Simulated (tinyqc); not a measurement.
Ellipsometry and reflectance of a transparent film on an absorbing substrate: one step of the calculation.

Air (index 1), film, substrate with N2 = n2 - i k2; time factor exp(+i w t). q_j = sqrt(N_j^2 - sin^2 th), root with positive real part. Fresnel coefficients r_s = (q_a - q_b)/(q_a + q_b), r_p = (N_b^2 q_a - N_a^2 q_b)/(N_b^2 q_a + N_a^2 q_b). tan(Psi) exp(i Delta) = R_p/R_s, Delta taken from 0 to 360 degrees.

Question. Psi, Delta and reflectances. beta = 2 pi d q1/lam, X = exp(-2 i beta), R = (r01 + r12 X)/(1 + r01 r12 X) for p and s.

Parameters, values chosen for the exercise: wavelength lam = 546.1 nm; film thickness d = 4.9 nm.

q1 = 1.8525725
r01,p = 0.060462742
r01,s = -0.57493340
r12,p = 0.29878046-0.00329227i
r12,s = -0.36619972+0.00343917i

Find: beta; X; R_p; R_s; Psi; Delta; |R_p|^2; |R_s|^2.

Answer.

beta = 0.1044 rad
X = 0.9783-0.2074i
R_p = 0.3462-0.0627i
R_s = -0.7748+0.0365i
Psi = 24.40 degrees
Delta = 172.4 degrees
|R_p|^2 = 0.1238
|R_s|^2 = 0.6017

The bare substrate gives Psi = 24.41 and Delta = 179.60 degrees.

Numbers from tinyqc (`OMP_NUM_THREADS=1 python tinyqc.py 2870106 2870107 out.jsonl`; about 0.01 s on one thread of a shared Intel Xeon 2.30GHz).
